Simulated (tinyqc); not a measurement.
Off-state leakage of single and stacked transistors: two steps of the calculation.

n-channel devices of unit width. Subthreshold current I(Vg, Vs, Vd) = I0 (T/300 K)^0.5 exp[(Vg - Vs - VT(T) - gb (Vs - Vb) + dd (Vd - Vs))/(nf Vt)] (1 - exp(-(Vd - Vs)/Vt)), VT(T) = VT - cT (T - 300 K). Gate-edge tunnelling Ig (Vd/1 V) exp(ag (Vd - 1 V)), for a gate at 0 V, and band-to-band leakage Ab u exp(-Bb/u), u = Vd - Vb + 1 V, flow at a drain held at V; both are taken as independent of T. In a stack of off transistors (all gates at 0 V) the same subthreshold current passes through each.

Inputs (values chosen for the exercise); values of the order met in bulk silicon logic transistors:
- T = 378 K (temperature)
- V = 0.8 V (supply voltage)
- VT = 0.37 V (threshold at 300 K, zero drain and body bias)
- cT = 0.9 mV/K (fall of the threshold with temperature)
- I0 = 0.31 uA/um (current at threshold at 300 K)
- nf = 1.36 (slope factor)
- dd = 0.17 (drain-induced lowering per volt)
- gb = 0.24 (rise of the threshold per volt of source-body bias)
- Ig = 5e-6 uA/um (gate-edge tunnelling current at 1 V)
- ag = 4.8 1/V (exponential slope of the gate current)
- Ab = 100 uA/(um V) (prefactor of band-to-band leakage at the drain)
- Bb = 23 V (its exponential voltage)
- Vb = -0.6 V (body voltage)

Constants: q = 1.602176634e-19 C, kB = 1.380649e-23 J/K, Vt = kB T/q. Results are converted to the units shown.

Question 1. Leakage of one transistor. Vg = Vs = 0, Vd = V; effective threshold VT(T) - gb Vb - dd V.

Find: effective threshold; parts; total; shares.

Answer 1.

effective threshold = 0.3078 V
parts (nA/um): subthreshold 0.3342, gate edge 0.001532, band-to-band 16.53
total = 16.86 nA/um
shares (%): subthreshold 1.982, gate edge 0.009082, band-to-band 98.01

The band-to-band part is the largest.

Question 2. New Vx. Stack of two, Vx the node between them: I_low = I(0, 0, Vx), I_up = I(0, Vx, V), f = ln(I_up/I_low), f' = -(1 + gb + 2 dd)/(nf Vt) - 1/(Vt (exp(Vx/Vt) - 1)) - 1/(Vt (exp((V - Vx)/Vt) - 1)), Vx(new) = Vx - f/f'.

Vx at the start = 0.086 V

Wanted: I_low; I_up; f; f'; Vx after iteration 1.

Answer 2.

I_low = 0.02004 nA/um
I_up = 0.02164 nA/um
f = 0.07673
f' = -38.02 1/V
Vx after iteration 1 = 0.08802 V

Numbers from tinyqc (`OMP_NUM_THREADS=1 python tinyqc.py 2242216 2242217 out.jsonl`; about 0.03 s on one thread of a shared Intel Xeon 2.30GHz).
